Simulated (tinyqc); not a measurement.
# MOS capacitor on a p-type substrate, surface potential from the exact charge relation: effects of single changes

Uniform p-type substrate, Boltzmann statistics, full ionisation, classical densities. psi is the surface potential against the body (positive when the bands bend down) and u = psi/Vt. Traps are spread evenly over the gap and neutral at flat band, so their charge is -q Dit psi; the minority quasi-Fermi level is shifted by Vb.

Parameters, values chosen for the exercise; band and dielectric values close to those of silicon: temperature T = 293 K; band gap Eg = 1.11 eV; relative permittivity eps_r = 11.6; conduction-band density of states at T Nc = 2.7e19 cm^-3; valence-band density of states at T Nv = 2.58e19 cm^-3; electron affinity chi = 4.05 eV; acceptor density of the substrate N = 1.5e17 cm^-3; relative permittivity of the gate insulator (close to aluminium oxide) eox = 8.98; insulator thickness tox = 19 nm; gate work function phiM = 4.6 eV; fixed charge at the interface, in units of q Nf = 0 cm^-2; density of interface traps Dit = 0 cm^-2 eV^-1; reverse bias of the inversion layer against the body Vb = 0 V.

Constants: q = 1.602176634e-19 C, kB = 1.380649e-23 J/K, Vt = kB T/q, eps0 = 8.8541878128e-14 F/cm where lengths are in cm. Results are converted to the units shown.

Each table varies one quantity; the others keep the values above.

## Capacitance-voltage curves

ni = sqrt(Nc Nv) exp(-Eg/(2 Vt)), Eg in volts; phiF = Vt ln(N/ni); Cox = eps0 eox/tox; Vfb = phiM - chi - (Eg - Vt ln(Nv/N)) - q Nf/Cox; Q0 = sqrt(2 eps0 eps_r q N Vt); r = (ni/N)^2 exp(-Vb/Vt); VT = Vfb + [(2 phiF + Vb)(1 + q Dit/Cox) + sqrt(2 eps0 eps_r q N (2 phiF + Vb))/Cox]. u = psi/Vt; F^2 = exp(-u) + u - 1 + r (exp(u) - u - 1); Qs = -sign(u) Q0 F; Cs = -dQs/dpsi = (Q0/Vt) |1 - exp(-u) + r (exp(u) - 1)|/(2 F). psi solves Vg = Vfb + psi + (q Dit psi - Qs)/Cox. Low frequency: 1/C_LF = 1/Cox + 1/(Cs + q Dit). High frequency, in the simple estimate in which traps and minority carriers do not follow: 1/C_HF = 1/Cox + 1/Cd, Cd being Cs with r = 0 at the same psi. Deep depletion: r = 0 and Dit = 0 both in the equation for psi and in Cs. Minority sheet density N_inv = (Q0/(2 q)) int_0^u r (exp(t) - 1)/F(t) dt for u > 0. N_inv under 1 cm^-2 is printed as 0. Regimes: accumulation when majority carriers gather, then depletion up to |psi| = phiF + Vb, weak inversion up to 2 phiF + Vb, strong inversion beyond.

Results:
```
Vg (V)	psi (V)	C_LF/Cox	C_HF/Cox	C_deep/Cox	N_inv (cm^-2)	regime
-1.39	-0.1176	0.9458	0.9458	0.9458	0	accumulation
-0.98	-0.08930	0.9108	0.9108	0.9108	0	accumulation
-0.57	-0.03455	0.7966	0.7966	0.7966	0	accumulation
0.26	0.3757	0.3096	0.3096	0.3096	223.3	depletion
0.67	0.6728	0.2482	0.2481	0.2481	2.074e7	weak inversion
1.09	0.9182	0.7947	0.2193	0.2122	2.653e11	strong inversion
1.5	0.9636	0.9327	0.2151	0.1889	1.195e12	strong inversion
1.91	0.9851	0.9583	0.2132	0.1719	2.202e12	strong inversion
```

Estimate the missing row, Vg = -0.15 V.

Computed row:
```
Vg (V)	psi (V)	C_LF/Cox	C_HF/Cox	C_deep/Cox	N_inv (cm^-2)	regime
-0.15	0.1181	0.4630	0.4630	0.4630	0	depletion
```

With this row back in the table: C_LF/Cox is lowest, 0.248, at Vg = 0.67 V (weak inversion) among the rows listed and is 0.958 in the last row, where C_HF/Cox is 0.213 and the deep-depletion value 0.172. Vfb = -0.430 V, where C_HF/Cox = 0.703 (Cox in series with eps0 eps_r/LD), and VT = 0.908 V. Over the last two rows psi moves by only 0.052 V a volt of gate bias, since the inversion charge screens the body. In strong accumulation and inversion degeneracy and confinement, left out here, lower the capacitance.

## Effect of the reverse bias of the inversion layer against the body on threshold and swing

ni = sqrt(Nc Nv) exp(-Eg/(2 Vt)), Eg in volts; phiF = Vt ln(N/ni); Cox = eps0 eox/tox; Vfb = phiM - chi - (Eg - Vt ln(Nv/N)) - q Nf/Cox; VT = Vfb + [(2 phiF + Vb)(1 + q Dit/Cox) + sqrt(2 eps0 eps_r q N (2 phiF + Vb))/Cox]. gamma = sqrt(2 eps0 eps_r q N)/Cox; Wm = sqrt(2 eps0 eps_r (2 phiF + Vb)/(q N)); m = 1 + (eps0 eps_r/Wm + q Dit)/Cox; swing m Vt ln 10; Cmin/Cox = 1/(1 + Cox Wm/(eps0 eps_r)).

In this table Dit = 0 cm^-2 eV^-1.

The same in every row: Vfb (V) = -0.4300; 2 phiF (V) = 0.8489; gamma (V^0.5) = 0.5309.

Effect of the reverse bias of the inversion layer against the body on threshold and swing:
```
Vb (V)	VT (V)	Wm (nm)	m	swing (mV/decade)	Cmin/Cox
0	0.9081	85.18	1.288	74.89	0.2237
0.4	1.412	103.3	1.238	71.95	0.1920
0.8	1.901	118.7	1.207	70.16	0.1713
1.2	2.379	132.3	1.185	68.92	0.1564
1.6	2.850	144.7	1.170	68.00	0.1450
2	3.315	156.0	1.157	67.28	0.1359
2.4	3.776	166.6	1.147	66.70	0.1284
2.8	4.233	176.6	1.139	66.22	0.1220
```

Read the table: what changes, and by how much?

As Vb goes from 0 to 2.8, VT rises from 0.908 to 4.23 V, the swing falls from 74.9 to 66.2 mV/decade and Cmin/Cox falls from 0.224 to 0.122. Vfb does not move. The slope |dVT/dVb| between the first two rows is 1.26, close to m (VT is counted against the body; against the source it is m - 1).

## Effect of the insulator thickness on threshold and swing

Same model as above.

The same in every row: Vfb (V) = -0.4300; 2 phiF (V) = 0.8489; Wm (nm) = 85.18.

Effect of the insulator thickness on threshold and swing:
```
tox (nm)	gamma (V^0.5)	VT (V)	m	swing (mV/decade)	Cmin/Cox
4.8	0.1341	0.5425	1.073	62.37	0.06785
7.1	0.1984	0.6017	1.108	64.40	0.09720
10	0.2794	0.6764	1.152	66.95	0.1317
16	0.4471	0.8308	1.243	72.24	0.1953
23	0.6427	1.011	1.349	78.42	0.2586
34	0.9501	1.294	1.516	88.11	0.3402
51	1.425	1.732	1.773	103.1	0.4361
76	2.124	2.376	2.153	125.1	0.5354
```

Read the table: what changes, and by how much?

As tox goes from 4.8 to 76, VT rises from 0.542 to 2.38 V, the swing rises from 62.4 to 125 mV/decade and Cmin/Cox rises from 0.0679 to 0.535. Vfb does not move. m - 1 goes as tox^(1.00), that is as 1/Cox.

Numbers from tinyqc (`OMP_NUM_THREADS=1 python tinyqc.py 2060004 2060005 out.jsonl`; about 0.01 s on one thread of a shared Intel Xeon 2.30GHz).
